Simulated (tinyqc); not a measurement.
MOS capacitor with interface traps: C-V stretch-out, conductance peak and subthreshold swing: one step, computed by the program tinyqc.

Energies at the interface are counted from the valence band. psi > 0 means bending towards depletion, so the surface potential is -psi. Boltzmann statistics, full ionisation, no quantum confinement. Traps are neutral when filled up to E_n, with a sharp (zero-temperature) occupation.

Question. Capacitances, high-low extraction and swing. C_LF = [1/C_ox + 1/(C_s + C_it)]^-1; C_HF = [1/C_ox + 1/C_s(HF)]^-1; high-low estimate D = [(1/C_LF - 1/C_ox)^-1 - (1/C_HF - 1/C_ox)^-1]/e; stretch-out |dV_G/d psi| = 1 + (C_s + C_it)/C_ox; swing factor at this bending (the subthreshold swing when psi lies between phi_B and 2 phi_B) S = ln(10) (k_B T/e)(1 + (C_s(HF) + C_it)/C_ox).

Inputs (values chosen for the exercise, modelled on germanium, with an insulator like Si3N4): temperature T = 300 K.

Substrate: n-type. Trap spectrum: flat.

C_ox = 0.2806393 microF/cm^2

C_s = 0.09186750 microF/cm^2

C_it = 0.09613060 microF/cm^2

C_s at high frequency = 0.09142222 microF/cm^2

k_B T = 0.02585200 eV

Constants: e = 1.602176634e-19 C.

Give: C_LF; C_HF; high-low estimate of D; stretch-out; swing factor S.

Answer.

C_LF = 0.1126 microF/cm^2

C_HF = 0.06896 microF/cm^2

high-low estimate of D = 6.028e+11 cm^-2 eV^-1

stretch-out = 1.670

swing factor S = 99.31 mV/decade
